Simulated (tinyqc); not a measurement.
Hueckel theory of the pi electrons with the omega technique, for the molecule ClC=Cc1cc[nH]c1 (SMILES; centres numbered as the heavy atoms are written), step by step. One step of it, computed by the program tinyqc.

Task: Energy, charges, bond orders. E = sum n x; q_r = z_r - P_rr; bond order p = P_rs; free valence = sqrt(3) - sum of p over the bonds of the atom.

final x values: 2.438352  2.113030  1.588103  0.822102  0.457723  -0.803256  -1.145639  -1.970415

occupations: 2.000000  2.000000  2.000000  2.000000  2.000000  0.000000  0.000000  0.000000

final P:
```
           1Cl         2C         3C         4C         5C         6C         7N         8C
1Cl   1.982358   0.130123  -0.116639  -0.004388   0.026722  -0.006038  -0.020046   0.057138
2C    0.130123   1.030710   0.904546  -0.059401  -0.164013   0.057332   0.120161  -0.340247
3C   -0.116639   0.904546   1.022448   0.403607  -0.006868  -0.065435  -0.017571   0.012331
4C   -0.004388  -0.059401   0.403607   1.074667   0.502466  -0.077971  -0.191912   0.729792
5C    0.026722  -0.164013  -0.006868   0.502466   1.090562   0.811735  -0.210535  -0.091791
6C   -0.006038   0.057332  -0.065435  -0.077971   0.811735   1.029732   0.408588  -0.399466
7N   -0.020046   0.120161  -0.017571  -0.191912  -0.210535   0.408588   1.746369   0.423892
8C    0.057138  -0.340247   0.012331   0.729792  -0.091791  -0.399466   0.423892   1.023153
```

Centres:
```
centre  z_r, pi electrons of the neutral centre         h
1Cl                                           2  2.000000
2C                                            1  0.000000
3C                                            1  0.000000
4C                                            1  0.000000
5C                                            1  0.000000
6C                                            1  0.000000
7N                                            2  1.500000
8C                                            1  0.000000
```

Bonds:
```
i  j         k
1  2  0.400000
2  3         1
3  4         1
4  5         1
5  6         1
6  7  0.800000
7  8  0.800000
8  4         1
```

Give: pi energy = 10 alpha + this times beta; pi charges; Bond orders and lengths from R = 1.517 - 0.180 p; free valence of the carbons; gap between the highest filled and the next level.

Result:

pi energy = 10 alpha + this times beta = 14.8386

pi charges: 1Cl 0.0176, 2C -0.0307, 3C -0.0224, 4C -0.0747, 5C -0.0906, 6C -0.0297, 7N 0.2536, 8C -0.0232

Bond orders and lengths from R = 1.517 - 0.180 p (angstrom, C-C alone):
```
bond       p       R
1-2   0.1301       -
2-3   0.9045  1.3542
3-4   0.4036  1.4444
4-5   0.5025  1.4266
5-6   0.8117  1.3709
6-7   0.4086       -
7-8   0.4239       -
8-4   0.7298  1.3856
```

free valence of the carbons: 2C 0.6974, 3C 0.4239, 4C 0.0962, 5C 0.4178, 6C 0.5117, 8C 0.5784

gap between the highest filled and the next level = 1.2610 |beta|
